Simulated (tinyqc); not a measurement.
# Random telegraph noise from one oxide trap in a small MOSFET: two studies

An acceptor-like trap exchanges electrons with the channel. Inversion charge Q = Cox u, u = n Vt W0(exp((Vg - VT)/(n Vt))), W0 the Lambert function, n = nf, Cox = eps0 eox/tox; linear regime Id = (W/L) mu Q Vd. Relative to threshold the surface potential rises by Vt ln(u/u0) and the oxide voltage by the rest of Vg - VT, with u0 = n Vt W0(1).

Values chosen for this exercise; values of the order met in silicon transistors:
```
symbol,value,unit,meaning
T,300,K,temperature
eox,3.9,,relative permittivity of the gate insulator (close to silicon dioxide)
tox,2.4,nm,insulator thickness
xt,0.63,nm,depth of the trap from the channel interface
E0,-0.04,eV,trap level above the channel Fermi level at threshold
s0,3e-16,cm^2,capture prefactor
EB,0.52,eV,capture barrier (lattice relaxation)
lt,0.2,nm,tunnelling decay length
vth,1.8e7,cm/s,thermal velocity
zi,1.6,nm,thickness of the inversion layer
VT,0.26,V,threshold voltage
nf,1.18,,body factor
W,51,nm,gate width
L,88,nm,gate length
mu,240,cm^2/(V s),mobility
asc,3.9e-16,V s,scattering coefficient of the charged trap
Vd,0.05,V,drain voltage
Vg,0.15,V,gate voltage
```

Constants: q = 1.602176634e-19 C, kB = 1.380649e-23 J/K, Vt = kB T/q, eps0 = 8.8541878128e-14 F/cm where lengths are in cm. Results are converted to the units shown.

Each table varies one quantity; the others keep the values above.

## Time constants and noise against gate voltage

N = Cox u/q; dpsi = Vt ln(u/u0); E = E0 - dpsi - (xt/tox)(Vg - VT - dpsi); capture time tc = 1/[(N/zi) vth s0 exp(-xt/lt - EB/Vt)]; emission time te = tc exp(-E/Vt); occupancy te/(tc + te). A = W L; threshold step dV = q (1 - xt/tox)/(Cox A); gm/Id = 1/(u + n Vt); relative step dI/I = (gm/Id) dV + asc mu/A. fc = (1/tc + 1/te)/(2 pi); rms = (dI/I) sqrt(tc te)/(tc + te).

Time constants and noise against gate voltage:
```
Vg (V),E (eV),tc (s),te (s),occupancy,dI/I (%),fc (Hz),rms dI/I (%)
-0.03,0.2066,1.847e4,6.255,3.386e-4,6.207,0.02545,0.1142
0.03,0.1533,2584,6.865,0.002649,6.204,0.02324,0.3189
0.09,0.1001,362.7,7.540,0.02037,6.184,0.02155,0.8735
0.15,0.04732,51.91,8.324,0.1382,6.052,0.02219,2.089
0.21,-0.003298,8.338,9.472,0.5319,5.359,0.03589,2.674
0.27,-0.04646,1.980,11.94,0.8578,3.750,0.09372,1.310
0.33,-0.07975,0.7889,17.25,0.9563,2.397,0.2110,0.4902
0.39,-0.1066,0.4397,27.21,0.9841,1.664,0.3678,0.2081
0.45,-0.1301,0.2931,44.99,0.9935,1.264,0.5465,0.1014
```

tc falls from 18500 to 0.293 s as the channel fills and te rises from 6.26 to 45.0 s; they are equal at Vg = 0.206 V, where E = 0. The rms noise goes from 0.114 through a maximum of 2.67 (at Vg = 0.21 V among the rows listed) to 0.101 %. The slope -Vt d ln(tc/te)/dVg is 0.887 between the first two rows and 0.391 between the last two; it tends to xt/tox = 0.263 only when the surface potential stops moving.

## Effect of the gate length

Same model as above.

The same in every row: E (eV) = 0.04732; tc (s) = 51.91; te (s) = 8.324; occupancy = 0.1382; fc (Hz) = 0.02219.

Effect of the gate length:
```
L (nm),dI/I (%),rms dI/I (%)
15,35.51,12.25
25,21.30,7.353
41,12.99,4.483
67,7.949,2.743
110,4.842,1.671
180,2.959,1.021
300,1.775,0.6127
500,1.065,0.3676
```

Read the table: what changes, and by how much?

As L goes from 15 to 500, tc stays at 51.9 s, te stays at 8.32 s and dI/I falls from 35.5 to 1.07 %. The step goes as 1/(W L), while the times do not depend on the size. For L = 15, 25 the step exceeds 15 %, where a linear one-charge estimate is rough.

Range of the model: VT is taken as given; short-channel effects and the uneven flow of current among few electrons are left out.

Program tinyqc, `OMP_NUM_THREADS=1 python tinyqc.py 2710129 2710130 out.jsonl`; Intel Xeon 2.30GHz, shared host, one thread, about 0.01 s.
